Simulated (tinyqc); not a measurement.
Inside a calculation. Model: quarter-wave Bragg mirror and the threshold of a vertical cavity.

Program tinyqc, `OMP_NUM_THREADS=1 python tinyqc.py 2650030 2650031 out.jsonl`; Intel Xeon 2.30GHz, shared host, one thread, about 0.01 s. Printed values are rounded.

N pairs of lossless layers, each a quarter wave thick at lam, in the order nH, nL from the incident medium n0 to the exit medium ns; normal incidence, no dispersion. At wavelength lam + dw each layer has the phase d = (pi/2) lam/(lam + dw) and the matrix [[cos d, i sin d/n], [i n sin d, cos d]].

Inputs (values chosen for the exercise); indices close to those of titanium oxide and silicon dioxide: design wavelength lam = 633 nm; high index nH = 2.321; low index nL = 1.466; number of pairs N = 6; index of the incident medium n0 = 1; index of the exit medium ns = 1.5; detuning of the light dw = -3.9 nm.

## Thicknesses, peak reflectance and stop band

At the design wavelength Y = ns (nH/nL)^(2 N), T0 = 4 n0 Y/(n0 + Y)^2; stop band, to first order in its width, (4 lam/pi) arcsin((nH - nL)/(nH + nL)); layer thicknesses lam/(4 n).

thickness of the high-index layer = 68.1818 nm
thickness of the low-index layer = 107.947 nm
Y = 372.036
T0 = 1.06941 %
stop band = 183.546 nm

Each further pair divides T0 by about (nH/nL)^2 = 2.51.

## Matrix of one pair

The product of the two layer matrices in the order met by the light.

M of one pair:
```
,1,2
1,-0.63147+0.00000i,0.00000-0.01084i
2,0.00000-0.03688i,-1.58297+0.00000i
```

## Matrix of the stack

M = (M of one pair)^N.

M:
```
,1,2
1,0.0567+0.0000i,0.0000+0.1784i
2,0.0000+0.6069i,15.7160+0.0000i
```

## Reflection at the detuned wavelength

B = M11 + M12 ns, C = M21 + M22 ns; r = (n0 B - C)/(n0 B + C), T = 4 n0 ns/|n0 B + C|^2, R = |r|^2 = 1 - T.

r = -0.994367+0.022434i
T = 1.07300 %
phase of r against its value at dw = 0 = -0.0225575 rad

T is 1.00 times its value at the design wavelength.
